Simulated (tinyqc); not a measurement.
Resistance of a source-drain extension with a graded tip: two steps of the calculation.

y runs along the channel, the gate covers y > 0. The doping is N0 for y < y0 and N0 10^(-(y - y0)/la) beyond, uniform over the depth xj. Sheet conductance s(y) = q mu(N) max(N - Nch, 0) xj + (for y > 0) ma Cox Vo, with mu(N) = u0 + (u1 - u0)/(1 + (N/Nr)^au) and Cox = eps0 eox/tox. Current is taken as one-dimensional; depletion of the tip, spreading and the contact are left out. The metallurgical junction lies at yj, where N = Nch.

Inputs (values chosen for the exercise); mobility law close to that of holes in silicon:
- eox = 3.9 (relative permittivity of the gate insulator (close to silicon dioxide))
- tox = 1.7 nm (insulator thickness)
- N0 = 1.6e20 cm^-3 (active doping of the extension far from the gate)
- la = 1.8 nm/decade (lateral abruptness)
- y0 = 2.4 nm (position under the gate where the fall begins (gate edge at 0))
- xj = 20 nm (depth of the extension)
- Nch = 9.1e17 cm^-3 (channel doping)
- Vo = 0.62 V (gate overdrive)
- ma = 84 cm^2/(V s) (mobility of the gate-induced layer)
- u1 = 470.5 cm^2/(V s) (mobility at low doping)
- u0 = 44.9 cm^2/(V s) (mobility at high doping)
- Nr = 2.23e17 cm^-3 (reference doping)
- au = 0.719 (exponent)
- Lg = 90 nm (gate length)

Constants: q = 1.602176634e-19 C, eps0 = 8.8541878128e-14 F/cm where lengths are in cm. Results are converted to the units shown.

Problem 1. Sheet resistances and junction position. yj = y0 + la log10(N0/Nch); sheet resistance of the full extension 1/[q mu(N0)(N0 - Nch) xj] and of the gate-induced layer 1/(ma Cox Vo); metallurgical length Lg - 2 yj; ye is where the doped and the gate-induced conductances are equal.

Find: yj; sheet resistance of the extension; sheet resistance of the induced layer; metallurgical length; ye; N at ye.

Solution 1.

yj = 6.4411 nm
sheet resistance of the extension = 403.37 ohm/square
sheet resistance of the induced layer = 9452.9 ohm/square
metallurgical length = 77.118 nm
ye = 5.1631 nm
N at ye = 4.6671e18 cm^-3

The gate takes over 1.28 nm before the junction, where N is still 5.13 times the channel doping.

Problem 2. Resistance of the overlapped part. Midpoint rule on 12 equal steps from 0 to yj: R_ov = sum h/s(y), per width.

Find: y; N; doped conductance; sheet resistance; R_ov.

Solution 2.

```
point   y (nm)  N (cm^-3)  doped conductance (uS)  sheet resistance (ohm/square)
0      0.26838  1.6000e20                  2479.1                         386.86
1      0.80514  1.6000e20                  2479.1                         386.86
2       1.3419  1.6000e20                  2479.1                         386.86
3       1.8787  1.6000e20                  2479.1                         386.86
4       2.4154  1.5687e20                  2433.0                         393.88
5       2.9522  7.8949e19                  1276.9                         723.20
6       3.4890  3.9733e19                  683.05                         1267.7
7       4.0257  1.9996e19                  373.39                         2086.9
8       4.5625  1.0063e19                  207.48                         3192.2
9       5.0992  5.0646e18                  114.03                         4549.3
10      5.6360  2.5488e18                  56.621                         6157.3
11      6.1728  1.2827e18                  16.614                         8169.8
```

R_ov = 15.076 ohm um

tinyqc, about 0.03 s, one thread, Intel Xeon 2.30GHz (shared host): `OMP_NUM_THREADS=1 python tinyqc.py 2282167 2282168 out.jsonl`
